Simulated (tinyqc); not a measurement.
Equation-of-state fits to an energy-volume table made by a known binding curve: one step, computed by the program tinyqc.

With x = (V/V_0)^(1/3), the energy per atom is E = D [m x^-n - n x^-m]/(n - m), so that B0 = D n m/(9 V_0) and B' = (n + m + 6)/3. B' = dB/dP at P = 0.

Question. Errors of the Birch-Murnaghan fit. Third-order Birch-Murnaghan is a cubic in u = V^(-2/3): fit it by linear least squares, find the minimum, and take B0 = V E''(V), B' = -1 - V E'''/E'' there. Errors are fitted minus exact, relative; the pressure at c V_0 uses P = (3 B0/2) (x^7 - x^5) [1 + (3/4)(B' - 4)(x^2 - 1)], x = (V0/V)^(1/3) with the fitted values.

Inputs (values chosen for the exercise, for a model crystal): true volume V_0 = 39.4 angstrom^3/atom; compression V/V_0 for the pressure test = 0.7.

Binding curve: Mie. Noise: none.

fitted B0 = 19.38000 GPa

exact B0 = 19.38336 GPa

fitted B' = 5.719886

exact B' = 5.666667

fitted V0 = 39.39986 angstrom^3

exact pressure at c V_0 = 19.91200 GPa

Give: error of B0; error of B'; fitted pressure at c V_0; error of that pressure.

Answer.

error of B0 = -0.0173 %

error of B' = 0.939 %

fitted pressure at c V_0 = 19.0 GPa

error of that pressure = -4.40 %
